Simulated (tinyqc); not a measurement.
# Trap density from two Hall measurements

Question. p-type body, charge-sheet picture, full ionisation (an idealisation for deep acceptors), Boltzmann statistics for free electrons. e = Ec - EF at the surface. psi = Eg - Vt ln(Nv/Na) - e; N_dep = sqrt(2 eps0 eps_r Na (psi - Vt)/q); n_f = sqrt(N_dep^2 + 2 eps0 eps_r Vt Nc exp(-e/Vt)/q) - N_dep; Vg = Vfb + psi + q (N_dep + n_t + n_f)/Cox, Cox = eps0 eox/tox. Find e and n_t at both points and the mean trap density between them.

Values chosen for this exercise; band and dielectric values close to those of 4H silicon carbide:
- T = 250 K (temperature)
- Eg = 3.26 eV (band gap)
- eps_r = 9.6 (relative permittivity)
- Nc = 1.29e19 cm^-3 (conduction-band density of states at T)
- Nv = 1.87e19 cm^-3 (valence-band density of states at T)
- eox = 3.9 (relative permittivity of the insulator)
- tox = 29 nm (insulator thickness)
- Na = 3.6e15 cm^-3 (acceptor density)
- Vfb = -2.31 V (flat-band voltage without trapped charge)

Constants: q = 1.602176634e-19 C, kB = 1.380649e-23 J/K, Vt = kB T/q, eps0 = 8.8541878128e-14 F/cm where lengths are in cm. Results are converted to the units shown.

Vg (V): [1.5624934, 3.5146387]
free sheet density from the Hall effect (cm^-2): [2.1858009e9, 1.9860652e11]

Answer. Each n_f fixes e; what the gate voltage holds beyond psi, N_dep and n_f is trapped; the difference quotient is the density, smeared over a few Vt.

e (eV): [0.164, 0.0610]
n_t (cm^-2): [3.80e11, 1.55e12]
mean trap density = 1.14e13 cm^-2 eV^-1

Numbers from tinyqc (`OMP_NUM_THREADS=1 python tinyqc.py 2222091 2222092 out.jsonl`; about 0.02 s on one thread of a shared Intel Xeon 2.30GHz).
